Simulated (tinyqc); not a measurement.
# Delay unit and parasitic delay from two ring oscillators

Question. A ring of 11 inverters oscillates at 1/(2 x 11 d), with stage delay d = tau (h + p) for fan-out h. Find tau, p and the delay at fan-out 4.

frequencies of 11-stage ring oscillators with fan-out 2 and 5 (GHz): 13.710951  6.8094657

Solution. d is a straight line in h with slope tau and intercept tau p.

tau = 1.120 ps
p = 0.9600
delay at fan-out 4 = 5.555 ps

tinyqc, about 0.01 s, one thread, Intel Xeon 2.30GHz (shared host): `OMP_NUM_THREADS=1 python tinyqc.py 2082088 2082089 out.jsonl`
